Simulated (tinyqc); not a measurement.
Two-node Weyl semimetal on a cubic lattice and its slab: sweeps and comparisons. A value that a table varies takes the place of the one given here.

H = d.s with dx = t sin kx, dy = t sin ky, dz = m (2 - cos kx - cos ky) + M(kz), M = tz (cos k0 - cos kz), k in 1/a. Nodes at (0, 0, +/-k0). Berry curvature of the lower band along z: Omega = d.(dd/dkx x dd/dky)/(2|d|^3), in the sense curl of i<u|grad u>.

Slab of N layers along x with hard walls: layer block t sin(ky) sy + (m (2 - cos ky) + M(kz)) sz, block to the next layer t sx/(2i) - m sz/2.

Parameters, chosen for this exercise:
- t = 1.4 eV (hopping in sx and sy)
- m = 1.3 eV (mass term)
- tz = 1.12 eV (hopping along z)
- k0 = 1.94 1/a (position of the nodes)
- k = (-0.96, -0.52, 0.85) 1/a (wave vector)

## Planes of fixed kz and the Fermi arc

C is the sum of Omega over a 24 x 24 mesh, k = (j + 1/2) 2 pi/24, times (2 pi/24)^2/(2 pi). Slab of 30 layers at ky = 0: lowest positive level and weight of the middle pair on the two outer layers.

Against kz:

| kz (1/a) | M (eV) | C | slab level (eV) | surface weight |
|---|---|---|---|---|
| 0.000 | -1.5242 | -1.000 | 0.00000 | 0.969 |
| 0.400 | -1.4358 | -1.000 | 0.00000 | 0.988 |
| 0.800 | -1.1845 | -1.000 | 0.00000 | 0.991 |
| 1.200 | -0.8100 | -1.000 | 0.00000 | 0.857 |
| 1.600 | -0.3715 | -0.998 | 0.00007 | 0.489 |
| 2.400 | 0.4217 | -0.003 | 0.44602 | 0.009 |
| 2.800 | 0.6511 | 0.000 | 0.67017 | 0.006 |
| 3.142 | 0.7158 | 0.000 | 0.73391 | 0.005 |

C is -1 for kz below k0 = 1.94 and 0 above, within 0.003 on this mesh. Where C = -1 the slab has a level near zero (exactly zero for a thick slab) on its faces (weight 0.97 at kz = 0): these points form the arc from -k0 to +k0, of length 3.88/a. Towards the node M goes to zero and the state spreads into the bulk; beyond it the level follows M, raised by the confinement in the slab.

## Hybridisation of the two arcs

ky = 0, kz = 0; lowest positive level against the number of layers. On a half space the amplitudes are z1^n - z2^n with z the roots of (t + m) z^2/2 - (m + M) z + (m - t)/2 = 0.

Level:

| N | E (eV) |
|---|---|
| 3 | 0.02209 |
| 4 | 0.006797 |
| 5 | 0.001946 |
| 6 | 0.0005749 |
| 8 | 4.912e-05 |
| 10 | 4.204e-06 |
| 12 | 3.600e-07 |

z1, z2: -0.2926  0.1266

The larger root has |z| = 0.2926, so the level should fall by about |z|^2 = 0.0856 for two more layers; from 10 to 12 it changes by a factor 0.0856.

## What each parameter does

|E| and Omega at k, the velocity tz sin(k0) and k0/pi. Each row changes one parameter from the base and keeps the others.

Results:

| case | \|E\| (eV) | Omega (a^2) | vz (eV a) | \|sigma_xy\| (e^2/(h a)) |
|---|---|---|---|---|
| base | 1.4047 | -0.4062 | 1.0445 | 0.6175 |
| t = 1.54 eV | 1.5333 | -0.3779 | 1.0445 | 0.6175 |
| m = 1.43 eV | 1.3849 | -0.4452 | 1.0445 | 0.6175 |
| tz = 1.232 eV | 1.4428 | -0.3934 | 1.1490 | 0.6175 |
| k0 = 1.746 1/a | 1.3574 | -0.4094 | 1.1029 | 0.5558 |

The largest shifts from the base row, up to three for each result and ties (the steps differ in size, so this ranks the rows, not the parameters). |E| (eV): t +0.1286, k0 -0.0473, tz +0.0381. Omega (a^2): m -0.0391, t +0.0283, tz +0.0128. vz (eV a): tz +0.1045, k0 +0.0583; unchanged at the printed digits by t and m. |sigma_xy| (e^2/(h a)): k0 -0.0618; unchanged at the printed digits by t, m and tz. The Hall conductivity depends on the separation of the nodes alone, with EF at the nodes and no further nodes.

Program tinyqc; command `OMP_NUM_THREADS=1 python tinyqc.py 1450012 1450013 out.jsonl`; about 0.1 s on one thread of a shared Intel(R) Xeon(R) Processor @ 2.30GHz.
